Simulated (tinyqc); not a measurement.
Schottky barrier with interface states (Cowley-Sze model), image lowering and contact resistance: one step, computed by the program tinyqc. Command: `OMP_NUM_THREADS=1 python tinyqc.py 3000399 3000400 out.jsonl pinning walk`. One thread of a shared host (Intel(R) Xeon(R) Processor @ 2.30GHz), about 0.01 s of CPU time with the checks.

An n-type semiconductor under a metal. The barrier lies between the Schottky-Mott limit phi_M - chi and the Bardeen limit E_g - E_n, E_n being the neutrality level of the interface states; the space-charge term of the full Cowley-Sze expression is left out.

Problem. Tunnelling scale and contact resistivity. A* = 4 pi e m_e M_c k_B^2/h^3 (a simple valley count); J_s = A* T^2 exp(-phi/k_B T). E_00 = (e hbar/2) sqrt(N/(m_e eps_s eps_0)), E_0 = E_00 coth(E_00/k_B T); scaling form of the contact resistivity rho_c = (k_B/(e A* T)) exp(phi_B/E_0), which is the thermionic result when E_00 << k_B T and keeps only the leading exponential of tunnelling when E_00 >> k_B T; image lowering is left out of it.

Inputs (values chosen for the exercise, with gap, mass and screening modelled on CdTe): dielectric constant eps_s = 10.4; electron mass m_e = 0.0958 m_0; valleys M_c = 1; donor density N = 1.6e+15 cm^-3; temperature T = 350 K.

Pinning factor from: interface states.

barrier phi_B = 1.113765 eV

Constants: k_B = 8.617333262e-05 eV/K; hbar = 1.054571817e-34 J s; m_0 = 9.1093837015e-31 kg; eps_0 = 8.8541878128e-12 F/m; e = 1.602176634e-19 C; k_B = 1.380649e-23 J/K; h = 6.62607015e-34 J s.

Give: E_00; E_00/k_B T; E_0; contact resistivity rho_c.

Solution.

E_00 = 7.4403e-04 eV

E_00/k_B T = 0.024669

E_0 = 0.030167 eV

contact resistivity rho_c = 2.3141e+08 ohm cm^2

With the usual bounds 0.5 and 5 on E_00/k_B T the regime is thermionic emission; so large a rho_c means a blocking contact.
